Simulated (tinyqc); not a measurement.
# Thermal RC ladder, step response: what changes with what

A ladder of 2 nodes: R_i joins node i to node i + 1, the last R to the ambient; C_i is the heat capacity of node i; theta is the rise above ambient, zero at t = 0. d theta/dt = -A theta + b with b = (Pw/C_1, 0, ...), times in ms.

Values chosen for this exercise: resistances, junction to ambient R = [0.77, 0.54] K/W; heat capacities of the nodes C = [0.47, 5.4] mJ/K; power at node 1 from t = 0 Pw = 3.6 W.

Each table varies one quantity; the others keep the values above.

## Time step and accuracy

A = C^(-1) K, K_ii = 1/R_(i-1) + 1/R_i (no first term for node 1), K_(i,i+1) = K_(i+1,i) = -1/R_i. The time constants tau_k are the inverse eigenvalues of A; the rise of node 1 per watt is Z(t) = sum_k r_k (1 - exp(-t/tau_k)), with r_k = v_k1^2 tau_k/C_1 and v_k the unit eigenvectors of C^(-1/2) K C^(-1/2). Both schemes run from t = 0 to 1.3 ms in M equal steps dt: explicit, theta(new) = theta + dt (b - A theta); implicit, (1 + dt A) theta(new) = theta + dt b. Errors of node 1 are against Pw Z; tau_1 is the shortest time constant.

Time step and accuracy:
```
M,dt/tau_1,"error, explicit (%)","error, implicit (%)"
2,1.972,-66.65,-8.986
3,1.315,5.369,-5.940
4,0.9862,2.615,-4.395
8,0.4931,1.687,-2.113
16,0.2465,0.9193,-1.023
32,0.1233,0.4754,-0.5011
64,0.06164,0.2412,-0.2477
128,0.03082,0.1215,-0.1231
```

What does the comparison show?

With 2 steps the errors are -67 % (explicit) and -9.0 % (implicit), with 128 steps 0.12 and -0.12 %. The last doubling divides them by 2.0 and 2.0: both schemes are of first order, with errors of opposite sign. The explicit scheme is stable only for dt < 2 tau_1, and the first row, at 1.97, sits next to that limit, so its error does not follow the trend.

## Pulse trains: peak against mean temperature

For pulses of length tp = 2 ms and period tp/D, the steady peak rise per watt is sum_k r_k (1 - exp(-tp/tau_k))/(1 - exp(-tp/(D tau_k))), and the mean is D sum R.

Pulse trains: peak against mean temperature:
```
D,peak (K/W),mean (K/W),peak/mean,peak rise (K)
0.01,0.94513,0.013100,72.147,3.4025
0.02,0.94513,0.026200,36.074,3.4025
0.05,0.94513,0.065500,14.429,3.4025
0.1,0.94574,0.13100,7.2194,3.4047
0.2,0.95965,0.26200,3.6628,3.4547
0.3,0.99004,0.39300,2.5192,3.5641
0.5,1.0719,0.65500,1.6364,3.8587
0.8,1.2119,1.0480,1.1564,4.3629
```

What does the comparison show?

The peak rises from 0.945 to 1.21 K/W, while its ratio to the mean falls from 72.1 to 1.16. In the first row the peak is within 0.01 % of that of a single pulse, 0.945 K/W.

Computed by the program tinyqc: `OMP_NUM_THREADS=1 python tinyqc.py 2520060 2520061 out.jsonl`, one thread of a shared Intel Xeon 2.30GHz, about 0.01 s for the whole run.
